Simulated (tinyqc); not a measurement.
# Changing the oxidant pressure p

Model: Deal-Grove kinetics of thermal oxidation of silicon. Computed by tinyqc, a small Python program. Command: `OMP_NUM_THREADS=1 python tinyqc.py 3012989 3012990 out.jsonl oxide sweep`. One thread of a shared host (Intel(R) Xeon(R) Processor @ 2.30GHz), about 0.2 s of CPU time with the checks.

Oxidant diffuses through the oxide and reacts at the interface, so that dx/dt = B/(A + 2x) for the oxide thickness x.

Inputs (values chosen for the exercise, close to those used for silicon):

| quantity | value | unit |
|---|---|---|
| prefactor B0 | 882 | um^2/h |
| activation energy E_B | 1.22 | eV |
| prefactor (B/A)0 | 3.72e+06 | um/h |
| activation energy E_A | 2 | eV |
| temperature T | 800 | C |
| pressure exponent m of B/A | 0.78 | - |
| initial oxide x_i | 0.05 | um |
| time t | 1.1 | h |

Ambient: dry oxygen. Surface: (100).

Constants: k_B = 8.617333262e-05 eV/K.

Method:
- B = B0 p exp(-E_B/(k_B T)), B/A = (B/A)0 p^m exp(-E_A/(k_B T)), p in atm; A = B/(B/A).
- Temperatures in kelvin are T(C) + 273.15.
- tau = (x_i^2 + A x_i)/B and x = (A/2) [sqrt(1 + 4 B (t + tau)/A^2) - 1], the root of x^2 + A x = B (t + tau).
- Silicon consumed is 0.44 times the oxide grown; the rate is B/(A + 2x).

One run for each value:

| oxidant pressure p (atm) | oxide thickness x (um) | length A (um) | final growth rate (um/h) | parabolic constant B (um^2/h) |
|---|---|---|---|---|
| 0.05 | 0.050136 | 0.5646 | 0.000124 | 8.2227e-05 |
| 0.12 | 0.050277 | 0.6846 | 0.000251 | 1.9735e-04 |
| 0.3 | 0.050579 | 0.8375 | 0.000526 | 4.9336e-04 |
| 0.72 | 0.051167 | 1.0153 | 0.001059 | 1.1841e-03 |
| 1.7 | 0.052314 | 1.2266 | 0.002100 | 2.7957e-03 |
| 4.2 | 0.054745 | 1.4966 | 0.004300 | 6.9071e-03 |
| 25 | 0.069366 | 2.2159 | 0.017461 | 4.1114e-02 |

Give the missing row, oxidant pressure p (atm) = 10.

Computed row; columns: (1) oxidant pressure p (atm); (2) oxide thickness x (um); (3) length A (um); (4) final growth rate (um/h); (5) parabolic constant B (um^2/h):
```
(1)       (2)     (3)       (4)         (5)
10   0.059418  1.8113  0.008520  1.6445e-02
```

Interpolating between the two neighbouring rows (the first column on a logarithmic scale, the others too where they are positive) misses most in oxide thickness x (um), by 3.4 %. Over the rows, oxide thickness x (um) rises from 0.0501 to 0.0694 (exponent d ln y / d ln x 0.0032 between the first rows and 0.17 between the last); length A (um) rises from 0.565 to 2.22 (exponent d ln y / d ln x about 0.22 throughout); final growth rate (um/h) rises from 1.24e-4 to 0.0175 (exponent d ln y / d ln x about 0.80 throughout). B is proportional to p and B/A to p^0.78, so A goes as p^0.22. The exponent of x is bounded by m in the linear regime and tends to 1/2 in the parabolic one.
